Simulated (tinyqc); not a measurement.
# Worked calculation: bandgap voltage reference from two bipolar transistors

tinyqc, about 0.03 s, one thread, Intel Xeon 2.30GHz (shared host): `OMP_NUM_THREADS=1 python tinyqc.py 2062194 2062195 out.jsonl` Printed values are rounded.

Two transistors of area 1 and N carry the same current I. Is(T) = Is (T/T0)^eta exp[(Vg0 q/kB)(1/T0 - 1/T)], VBE1 = Vt ln(I/Is(T)) + I rb, VBE2 = Vt ln(I/(N Is(T))) + I rb/N. The amplifier forces I R1(T) = VBE1 - VBE2 + Vos, with R(T) = R (1 + tc (T - T0)) for both resistors, and the output is Vref = VBE1 + I R2(T). Base currents and the Early effect are neglected.

Values chosen for this exercise; values of the order met in silicon bipolar transistors:
- T0 = 298 K (reference temperature)
- Vg0 = 1.141 V (band-gap voltage extrapolated to 0 K)
- eta = 4.1 (temperature exponent of the saturation current)
- Is = 2e-16 A (saturation current of the unit transistor at T0)
- N = 4 (area ratio of the second transistor)
- R1 = 28 kohm (resistor across which the difference of VBE falls, at T0)
- tc = 1400 ppm/K (temperature coefficient of both resistors)
- Vos = 0 mV (offset of the amplifier)
- rb = 0 ohm (series resistance of the unit transistor)
- R2 = 486.9 kohm (output resistor at T0)
- T = 358 K (temperature)

Constants: q = 1.602176634e-19 C, kB = 1.380649e-23 J/K. Results are converted to the units shown.

## Operating point at the reference temperature

Vt = kB T/q; I = (Vt ln N + Vos)/(R1(T) - rb (1 - 1/N)). Evaluate at T = T0.

Vt = 0.0256797 V
I = 1.27141 uA
Is(T) = 2e-16 A
VBE1 = 0.579663 V
I R2 = 0.619051 V
Vref = 1.19871 V

## Operating point at another temperature

Vt = kB T/q; I = (Vt ln N + Vos)/(R1(T) - rb (1 - 1/N)).

Vt = 0.0308501 V
I = 1.40904 uA
Is(T) = 7.27329e-13 A
VBE1 = 0.446610 V
I R2 = 0.743692 V
Vref = 1.19030 V

From T0 to T, VBE1 changes by -133 mV and I R2 by 125 mV, which leaves -8.41 mV in Vref.

## Resistor for zero slope at T0, ideal case

With tc = 0, Vos = 0 and rb = 0 the current is proportional to T, dVBE/dT = (VBE - Vg0 - (eta - 1) Vt)/T, and Vref has zero slope at T0 when Vref = Vg0 + (eta - 1) Vt0. Find VBE1, its slope, that Vref, R2/R1 and the curvature d2Vref/dT2 = -(eta - 1) kB/(q T0).

VBE1 = 0.579663 V
dVBE/dT = -2.15082 mV/K
Vref = 1.22061 V
R2/R1 = 18.0043
curvature = -0.896434 uV/K^2
